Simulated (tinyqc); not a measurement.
Resistance of a source-drain extension with a graded tip: one step of the calculation.

y runs along the channel, the gate covers y > 0. The doping is N0 for y < y0 and N0 10^(-(y - y0)/la) beyond, uniform over the depth xj. Sheet conductance s(y) = q mu(N) max(N - Nch, 0) xj + (for y > 0) ma Cox Vo, with mu(N) = u0 + (u1 - u0)/(1 + (N/Nr)^au) and Cox = eps0 eox/tox. Current is taken as one-dimensional; depletion of the tip, spreading and the contact are left out. The metallurgical junction lies at yj, where N = Nch.

Question. Resistance of the overlapped part. Midpoint rule on 8 equal steps from 0 to yj: R_ov = sum h/s(y), per width.

Inputs (values chosen for the exercise); mobility law close to that of electrons in silicon: relative permittivity of the gate insulator (close to silicon dioxide) eox = 3.9; insulator thickness tox = 1.7 nm; active doping of the extension far from the gate N0 = 2.1e20 cm^-3; lateral abruptness la = 2.2 nm/decade; position under the gate where the fall begins (gate edge at 0) y0 = 1.1 nm; depth of the extension xj = 16 nm; channel doping Nch = 1.6e18 cm^-3; gate overdrive Vo = 0.89 V; mobility of the gate-induced layer ma = 210 cm^2/(V s); mobility at low doping u1 = 1414 cm^2/(V s); mobility at high doping u0 = 68.5 cm^2/(V s); reference doping Nr = 9.2e16 cm^-3; exponent au = 0.711.

Constants: q = 1.602176634e-19 C, eps0 = 8.8541878128e-14 F/cm where lengths are in cm. Results are converted to the units shown.

Wanted: y; N; doped conductance; sheet resistance; R_ov.

Answer.

```
point  y (nm)  N (cm^-3)  doped conductance (uS)  sheet resistance (ohm/square)
0      0.3600   2.100e20                    3953                          230.8
1       1.080   2.100e20                    3953                          230.8
2       1.800   1.009e20                    1979                          424.0
3       2.520   4.751e19                   990.5                          729.8
4       3.240   2.236e19                   505.9                           1129
5       3.960   1.053e19                   259.1                           1566
6       4.680   4.955e18                   123.1                           1989
7       5.400   2.332e18                   35.90                           2407
```

R_ov = 6.268 ohm um

Computed by the program tinyqc: `OMP_NUM_THREADS=1 python tinyqc.py 2282282 2282283 out.jsonl`, one thread of a shared Intel Xeon 2.30GHz, about 0.03 s for the whole run.
